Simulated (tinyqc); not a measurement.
Ways to reach the isolated limit: finite-size error of a charged defect in a periodic cell: Madelung and Makov-Payne terms. Computed by tinyqc, a small Python program. Command: `OMP_NUM_THREADS=1 python tinyqc.py 3019243 3019244 out.jsonl imagecharge walk`. One thread of a shared host (Intel(R) Xeon(R) Processor @ 2.30GHz), about 0.04 s of CPU time with the checks.

L is the cube root of the cell volume. The defect charge is a Gaussian, rho(r) = q (2 pi sigma^2)^(-3/2) exp(-r^2/2 sigma^2), repeated periodically in a uniform neutralising background and screened by a continuum. The model cell energy is E(L) = E_0 + [periodic - isolated electrostatic energy].

Inputs (values chosen for the exercise, with screening close to that of ZnSe):
```
quantity                                     value      unit
charge q                                        -1         e
cell length L                                 11.8  angstrom
dielectric constant eps                       8.75         -
width sigma of the defect charge              0.96  angstrom
formation energy of the isolated defect E_0  1.549        eV
```

Supercell lattice: sc. Screening: isotropic.

scatter added to the six cells, standing for numerical noise (meV): -4.4  -5.9  3.9  -1.1  -0.83  -8.1

Constants: e^2/(4 pi eps_0) = 14.39964548 eV angstrom.

Method:
- Cell vectors: (1,0,0), (0,1,0), (0,0,1), scaled to volume L^3.
- Ewald sum for a unit point charge: scale each Cartesian component of the cell by 1/sqrt(eps_i), giving R', G' and V'; E = [ (1/2) sum erfc(eta R')/R' + (2 pi/V') sum exp(-G'^2/4 eta^2)/G'^2 - eta/sqrt(pi) - pi/(2 V' eta^2) ] e^2/(4 pi eps_0) / sqrt(eps_x eps_y eps_z), over n_i = -6..6, omitting n = (0,0,0), eta = 2/V'^(1/3). alpha = -2 E eps_g L/(e^2/(4 pi eps_0)), eps_g = (eps_x eps_y eps_z)^(1/3).
- Periodic energy of the Gaussian: (2 pi q^2/V) sum_(G != 0) exp(-sigma^2 G^2)/(G.eps.G) x e^2/(4 pi eps_0), n_i = -k..k with k = max(9, L/sigma rounded up). Isolated energy: q^2/(2 sqrt(pi) sigma) <1/(n.eps.n)> e^2/(4 pi eps_0), the mean over directions n, here 1/eps.
- Cells of the same shape with L scaled by 0.7, 0.85, 1, 1.25, 1.5 and 2; the scatter is added to E(L).
- The point-charge correction scales as 1/L from its value at the input L.
- Least-squares fits of E(L) to a + b/L, a + c/L^3 or a + b/L + c/L^3; the estimate is a, and errors are against E_0.

Scaling data:
```
L (angstrom)  1/L (1/angstrom)  E(L) (eV)  E(L) + point-charge correction (eV)
8.26                  0.121065    1.27887                              1.56151
10.03                 0.099701    1.31978                              1.55254
11.80                 0.084746    1.36085                              1.55870
14.75                 0.067797    1.39259                              1.55087
17.70                 0.056497    1.41799                              1.54989
23.60                 0.042373    1.44270                              1.54162
```

point-charge correction -q^2 E = 0.197850 eV

nearest image = 11.8 angstrom

Estimates of E_0:
```
way                              estimate (eV)  error (meV)
largest cell, uncorrected               1.4427      -106.30
largest cell, point-charge term         1.5416        -7.38
1/L fit, three smallest                 1.5473        -1.68
1/L fit, all six                        1.5358       -13.15
1/L^3 fit, all six                      1.4301      -118.86
1/L and 1/L^3, three smallest           1.7103       161.33
1/L and 1/L^3, all six                  1.5281       -20.86
corrected data, 1/L^3 fit               1.5468        -2.23
```

coefficient b of the full fit = -1.9616 eV angstrom

What follows from these numbers?

Best here: 1/L fit, three smallest (-1.7 meV); worst: 1/L and 1/L^3, three smallest (+161 meV). The fitted b is 84.0 % of the Madelung value -q^2 alpha e^2/(8 pi eps_0 eps_g). The three-term fit to three small cells has no spare point and magnifies the scatter.

Extremes, crossings and ranges named in words are read from the listed rows.
